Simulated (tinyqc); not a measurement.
Small-signal admittance of a forward-biased p+-n diode: two steps of the calculation.

Holes injected into a neutral base of width wb with an ohmic contact at its end; low injection, p0 far above the equilibrium density. A small voltage v exp(i w t), w = 2 pi f, modulates the edge density by p0 v/Vt, and the small-signal density obeys Dp d2p/dx2 = (1/tau + i w) p.

Values chosen for this exercise; permittivity close to that of silicon: temperature T = 275 K; relative permittivity eps_r = 11.7; donor density of the base Nd = 3.2e15 cm^-3; hole diffusion coefficient Dp = 5.3 cm^2/s; hole lifetime tau = 2e-7 s; width of the neutral base wb = 1.9 um; excess hole density at the junction edge p0 = 2e14 cm^-3; acceptor density of the p+ side Na = 3e18 cm^-3; signal frequency f = 1.1e8 Hz.

Constants: q = 1.602176634e-19 C, kB = 1.380649e-23 J/K, Vt = kB T/q, eps0 = 8.8541878128e-14 F/cm where lengths are in cm. Results are converted to the units shown.

Question 1. Closed-form admittance. L = sqrt(Dp tau); direct current J = (q Dp p0/L) coth(wb/L); k = sqrt(1 + i w tau)/L; diffusion admittance Y = (q Dp p0/Vt) k coth(k wb) = G + i w C_diff; junction capacitance C_j = sqrt(q eps0 eps_r Nd/(2 Vr)) in the depletion approximation, with the remaining barrier Vr = Vt ln(Na/p0), a rough value under forward bias; base-width modulation is left out.

Give: L; J; k wb; Y; C_diff; C_j.

Answer 1.

L = 10.296 um
J = 0.90397 A/cm^2
k wb = 1.5398+1.5287i
Y = 53.396+52.195i S/cm^2
C_diff = 0.075520 uF/cm^2
C_j = 0.034138 uF/cm^2

G is 1.40 times its low-frequency value J/Vt, and C_diff is 2.21 times C_j.

Question 2. The same by finite differences. 8 equal intervals, h = wb/8; u = small-signal density over its edge value, u_0 = 1, u_8 = 0; u_(i-1) + b u_i + u_(i+1) = 0 with b = -2 - h^2 (1/tau + i w)/Dp; Y = (q Dp p0/(Vt h)) (-b/2 - u_1), which includes the half box at the edge.

Find: b; u; Y on the mesh.

Answer 2.

b = -2.0005-0.0736i

```
node,u
1,0.82458-0.13786i
2,0.65974-0.21515i
3,0.51108-0.24401i
4,0.38064-0.23542i
5,0.26771-0.19895i
6,0.16957-0.14290i
7,0.08202-0.07445i
```

Y on the mesh = 53.013+52.698i S/cm^2

Program tinyqc, `OMP_NUM_THREADS=1 python tinyqc.py 2890151 2890152 out.jsonl`; Intel Xeon 2.30GHz, shared host, one thread, about 0.01 s.
